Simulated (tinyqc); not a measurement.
Inside a calculation. Method: Hueckel theory of the pi electrons with the omega technique, for the molecule Bc1c[cH-]nc1 (SMILES; centres numbered as the heavy atoms are written). One step of it, computed by the program tinyqc.

Task: Orbitals, round 1. Diagonalise; E = alpha + x beta with beta < 0, so the largest x are filled first; degenerate levels share their electrons. P = sum n_i c_ri c_si; each orbital has its largest coefficient positive (the first on a tie).

Hueckel matrix in units of beta (H = alpha + beta A):
```
,1B,2C,3C,4C,5N,6C
1B,-1.000000,0.700000,0.000000,0.000000,0.000000,0.000000
2C,0.700000,0.000000,1.000000,0.000000,0.000000,1.000000
3C,0.000000,1.000000,0.000000,1.000000,0.000000,0.000000
4C,0.000000,0.000000,1.000000,0.000000,1.000000,0.000000
5N,0.000000,0.000000,0.000000,1.000000,0.500000,1.000000
6C,0.000000,1.000000,0.000000,0.000000,1.000000,0.000000
```

pi electrons, sum of z_r less the charge = 6

Give: x values; occupations; coefficients; charge and bond-order matrix P.

Result:

x values: 2.149  0.905  0.646  -0.875  -1.457  -1.868

occupations: 2.000  2.000  2.000  0.000  0.000  0.000

coefficients:
```
,MO1,MO2,MO3,MO4,MO5,MO6
1B,0.093,-0.220,0.103,0.820,0.103,-0.499
2C,0.420,-0.597,0.242,0.147,-0.067,0.618
3C,0.395,-0.405,-0.501,-0.306,-0.383,-0.434
4C,0.430,0.230,-0.565,0.121,0.626,0.191
5N,0.528,0.614,0.136,0.200,-0.529,0.076
6C,0.441,0.018,0.585,-0.396,0.409,-0.372
```

charge and bond-order matrix P:
```
,1B,2C,3C,4C,5N,6C
1B,0.135,0.390,0.149,-0.137,-0.143,0.195
2C,0.390,1.183,0.574,-0.188,-0.224,0.631
3C,0.149,0.574,1.143,0.719,-0.216,-0.252
4C,-0.137,-0.188,0.719,1.115,0.584,-0.273
5N,-0.143,-0.224,-0.216,0.584,1.349,0.648
6C,0.195,0.631,-0.252,-0.273,0.648,1.074
```
